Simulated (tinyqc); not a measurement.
Comparisons within one model: thin-film optics by transfer matrices. A value that a table varies takes the place of the one given here.

Indices N = n + i k. Snell: N0 sin(theta) = N_j sin(theta_j), with Im(N_j cos theta_j) >= 0. Admittance y_j = N_j cos theta_j for s and N_j/cos theta_j for p. Phase delta_j = 2 pi N_j cos theta_j d_j/lambda. Layer matrix [[cos delta, -i sin delta/y], [-i y sin delta, cos delta]], multiplied from the top down to M. (B, C) = M (1, y_sub); r = (y0 B - C)/(y0 B + C), R = |r|^2, T = 4 Re y0 Re y_sub/|y0 B + C|^2, absorbed in the films 1 - R - T.

Ellipsometry: rho = tan(Psi) exp(i Delta) = -conj(r_p/r_s) with the r of the admittance formula, Delta in 0 to 360 degrees, so that a bare dielectric at small angles gives Delta = 180.

Parameters, chosen for this exercise (indices near those of HfO2, SiO2 on Si; not measured data):
- lam = 248 nm (vacuum wavelength)
- n0 = 1 (ambient index)
- n = (2.317, 1.492, 1.56) (n of HfO2, SiO2, substrate)
- k = (0.01, 0, 3.637) (k in the same order)
- d = (3.2, 21.2) nm (thicknesses, top first)
- theta = 65 degrees (angle of incidence)
- pol = p (polarisation)

## Swing curve: thickness of the top film

The first entry of d takes the values listed.

Stack:

| d_1 (nm) | R | T | absorbed |
|---|---|---|---|
| 3.2 | 0.5530 | 0.4425 | 0.0045 |
| 12.9 | 0.5446 | 0.4368 | 0.0185 |
| 22.6 | 0.5562 | 0.4158 | 0.0281 |
| 32.3 | 0.5687 | 0.3993 | 0.0319 |
| 42.0 | 0.5651 | 0.4000 | 0.0349 |
| 51.7 | 0.5427 | 0.4150 | 0.0424 |
| 61.4 | 0.5166 | 0.4280 | 0.0554 |
| 71.0 | 0.5091 | 0.4226 | 0.0683 |
| 80.7 | 0.5218 | 0.4029 | 0.0753 |
| 90.4 | 0.5354 | 0.3873 | 0.0773 |
| 100.1 | 0.5319 | 0.3878 | 0.0803 |
| 109.8 | 0.5090 | 0.4018 | 0.0892 |
| 119.5 | 0.4828 | 0.4139 | 0.1033 |

R swings between 0.4828 and 0.5687 on these points. The period is lambda/(2 Re(N_1 cos theta_1)) = 58.2 nm, six rows. The film absorbs, so the curve does not repeat exactly: the swing is 0.0521 in the first period and 0.0526 in the second. The swing ratio (max - min)/mean is 0.16.

## Angle of incidence

Both polarisations.

Stack:

| theta (degrees) | R_s | R_p | Psi | Delta |
|---|---|---|---|---|
| 0 | 0.4187 | 0.4187 | 45.00 | 180.00 |
| 15 | 0.4188 | 0.4207 | 45.07 | 177.68 |
| 30 | 0.4206 | 0.4297 | 45.30 | 169.31 |
| 45 | 0.4320 | 0.4543 | 45.72 | 150.92 |
| 55 | 0.4560 | 0.4890 | 46.00 | 130.43 |
| 60 | 0.4783 | 0.5162 | 46.09 | 117.17 |
| 65 | 0.5115 | 0.5530 | 46.12 | 101.81 |
| 70 | 0.5597 | 0.6028 | 46.06 | 84.39 |
| 75 | 0.6279 | 0.6692 | 45.91 | 65.11 |
| 80 | 0.7215 | 0.7561 | 45.67 | 44.31 |
| 85 | 0.8449 | 0.8662 | 45.36 | 22.43 |

R_s and R_p agree at normal incidence (0.4187). R_p is lowest at 0 degrees of those listed (0.4187), where R_s = 0.4187: the two agree there by symmetry, and no oblique row falls below it. R_s rises steadily with the angle. R_p exceeds R_s at 15, 30, 45, 55, 60, 65, 70, 75, 80 and 85 degrees, where Psi is above 45.

## Sensitivity of the reflectance

R for both polarisations. Each row changes one parameter from the base and keeps the others.

Results:

| case | R_s | R_p | T_s |
|---|---|---|---|
| base | 0.5115 | 0.5530 | 0.4788 |
| d = (8.2, 21.2) nm | 0.1843 | 0.5457 | 0.7730 |
| n = (2.363, 1.492, 1.56) | 0.4975 | 0.5518 | 0.4923 |
| k = (0.01, 0, 4.011) | 0.5757 | 0.5977 | 0.4147 |
| lam = 253 nm | 0.5288 | 0.5516 | 0.4622 |
| theta = 70 degrees | 0.5597 | 0.6028 | 0.4314 |

The largest shifts from the base row, up to three for each result and ties (the steps differ in size, so this ranks the rows, not the parameters). R_s: d -0.3272, k +0.0642, theta +0.0482. R_p: theta +0.0498, k +0.0447, d -0.0074. T_s: d +0.2942, k -0.0641, theta -0.0474.

Computed by tinyqc, a small Python program: `OMP_NUM_THREADS=1 python tinyqc.py 1680699 1680700 out.jsonl` (the numbers bound the seed that draws the inputs); one thread of a shared host (Intel(R) Xeon(R) Processor @ 2.30GHz), about 0.01 s for the whole set of steps.
